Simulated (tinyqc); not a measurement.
Oxide trap near a transistor channel: two-state multiphonon kinetics, telegraph noise and bias instability: one step, computed by the program tinyqc. Command: `OMP_NUM_THREADS=1 python tinyqc.py 3025788 3025789 out.jsonl oxidetrap walk`. One thread of a shared host (Intel(R) Xeon(R) Processor @ 2.30GHz), about 0.01 s of CPU time with the checks.

An n-channel device under positive gate bias. The trap is empty (state 1) or holds an electron (state 2); both states are parabolas of equal curvature, and the electron reservoir is taken at the Fermi level of the channel.

Task: Step height and noise. Charge-sheet step dV = e (t_ox - x)/(eps_ox eps_0 W L); Lorentzian spectrum S(f) = 4 dV^2 tau_0^2/((tau_c + tau_e)(1 + (2 pi f tau_0)^2)); corner 1/(2 pi tau_0); variance dV^2 f_2 (1 - f_2) = dV^2 tau_0/(tau_c + tau_e).

Inputs (values chosen for the exercise, with an insulator like Si3N4 on silicon): insulator constant eps_ox = 7.48; insulator thickness t_ox = 2.7 nm; trap depth x from the interface = 1.2 nm; tunnel barrier phi_b = 2.17 eV; oxide field F = 6.8 MV/cm; temperature T = 400 K; channel width W = 430 nm; channel length L = 58 nm; frequency f = 50000 Hz.

Parts treated: one trap and an ensemble.

tau_0 = 0.001985377 s

capture time tau_c = 0.002149168 s

emission time tau_e = 0.02605090 s

Constants: e = 1.602176634e-19 C; eps_0 = 8.8541878128e-12 F/m.

Give: threshold step dV; corner frequency; S(f); root-mean-square noise.

Result:

threshold step dV = 0.14550 mV

corner frequency = 80.164 Hz

S(f) = 3.0424e-17 V^2/Hz

root-mean-square noise = 0.038606 mV

f lies above the corner, on the 1/f^2 tail. Random dopants and current percolation, left out here, spread real steps around this value. Caution: a field 1.5 times as high comes near the usual breakdown field of such an insulator. Caution: the field lowers the tunnel barrier appreciably over the trap depth, so the rectangular barrier understates the rate.
